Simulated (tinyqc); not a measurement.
Effective mass of the heavy-hole band from tabulated energies: one step. Which mass for which use. Four cases, with inputs chosen for the exercise.

Question. From the fitted m and alpha: momentum mass at energy E, m (1 + 2 alpha E); curvature mass m (1 + 2 alpha E)^3; thermal factors to first order in alpha kT: density of states Nc (1 + 15 alpha kT/4), conductivity mass m (1 + 5 alpha kT). Take E = 3 kT/2.

Constants: kB = 8.617333262e-05 eV/K.

Give: alpha kT; momentum mass; curvature mass; factor on Nc; thermal conductivity mass.

Case 1.

Values chosen (out of a larger set: band of an eight-band Kane model near InAs; not measured data): T = 300 K (temperature).

m = 0.5236119 m0
alpha = 1.81927 1/eV

Answer.

alpha kT = 0.0470
momentum mass = 0.59749 m0
curvature mass = 0.77799 m0
factor on Nc = 1.1764
thermal conductivity mass = 0.64674 m0

alpha kT is small, so first order serves. For a warped valence band one direction does not stand for the whole band.

Case 2.

Values chosen (out of a larger set: band of an eight-band Kane model near CdTe; not measured data): T = 300 K (temperature).

m = 0.6916829 m0
alpha = 0.17824 1/eV

Answer.

alpha kT = 0.0046
momentum mass = 0.70124 m0
curvature mass = 0.72077 m0
factor on Nc = 1.0173
thermal conductivity mass = 0.70762 m0

alpha kT is small, so first order serves. For a warped valence band one direction does not stand for the whole band.

Case 3.

Values chosen (out of a larger set: band of an eight-band Kane model near Ge; not measured data): T = 300 K (temperature).

m = 0.3686925 m0
alpha = 5.09781 1/eV

Answer.

alpha kT = 0.1318
momentum mass = 0.51446 m0
curvature mass = 1.00168 m0
factor on Nc = 1.4942
thermal conductivity mass = 0.61164 m0

alpha kT is not small, so first order is only a guide. For a warped valence band one direction does not stand for the whole band.

Case 4.

Values chosen (out of a larger set: band of an eight-band Kane model near GaSb; not measured data): T = 77 K (temperature).

m = 0.4849950 m0
alpha = 2.86417 1/eV

Answer.

alpha kT = 0.0190
momentum mass = 0.51265 m0
curvature mass = 0.57277 m0
factor on Nc = 1.0713
thermal conductivity mass = 0.53108 m0

alpha kT is small, so first order serves. For a warped valence band one direction does not stand for the whole band.

Computed by tinyqc, one run a case: `OMP_NUM_THREADS=1 python tinyqc.py N N+1 out.jsonl` with N = 1880230, 1880660, 1880760, 1881259; one thread of a shared Intel(R) Xeon(R) Processor @ 2.30GHz, about 0.01 s a run at most.
